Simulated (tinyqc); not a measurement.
Out-diffusion of a doped substrate or buried layer into a growing epitaxial film: one step, computed by the program tinyqc. Command: `OMP_NUM_THREADS=1 python tinyqc.py 3015201 3015202 out.jsonl buried walk`. One thread of a shared host (Intel(R) Xeon(R) Processor @ 2.30GHz), about 0.01 s of CPU time with the checks.

x is counted from the original substrate surface into the film, whose surface moves as x = v t. Substrate dopant has one diffusivity; the dopant of the film is taken as uniform.

Task: Moving boundary against the simple erfc. For a surface that grows from dopant-free material and loses none by evaporation, with u = x/l and s = G - u: C/C_s = (1/2) [erfc(u) + (1 + 4 G (G + s)) exp(4 G s) erfc(G + s) - (4G/sqrt(pi)) exp(-u^2)]; for large G it tends to (1/2) erfc(u). Early in the growth G = sqrt(v x_s/(4 D)) for the thickness x_s reached so far; rows give C at the interface (u = 0) and at the surface (u = G).

Inputs (values chosen for the exercise, modelled on arsenic in silicon): substrate concentration C_s = 1.9e+19 1/cm^3; growth rate v = 0.95 um/min; growth temperature T = 1025 C.

Film doping: same type as the substrate.

diffusivity D = 2.575783e-15 cm^2/s

Give: The first stage of growth.

Result:

The first stage of growth:
```
G     C/C_s at the interface  C at the surface (1/cm^3)  simple erfc there (1/cm^3)  ratio  thickness x_s (nm)
0.10                  0.8240                  1.508e+19                   8.432e+18  1.788           6.507e-04
0.25                  0.6797                  1.043e+19                   6.875e+18  1.518           4.067e-03
0.50                  0.5772                  5.317e+18                   4.555e+18  1.167           1.627e-02
0.75                  0.5381                  2.500e+18                   2.744e+18  0.911           3.660e-02
1.00                  0.5209                  1.079e+18                   1.494e+18  0.722           6.507e-02
1.50                  0.5079                  1.525e+17                   3.220e+17  0.474           1.464e-01
2.00                  0.5037                  1.455e+16                   4.444e+16  0.327           2.603e-01
2.50                  0.5020                  9.147e+14                   3.866e+15  0.237           4.067e-01
3.00                  0.5012                  3.725e+13                   2.099e+14  0.177           5.857e-01
```

Caution: rows with a thickness or a length l = x_s/G below about 1 nm are formal for a continuum model.
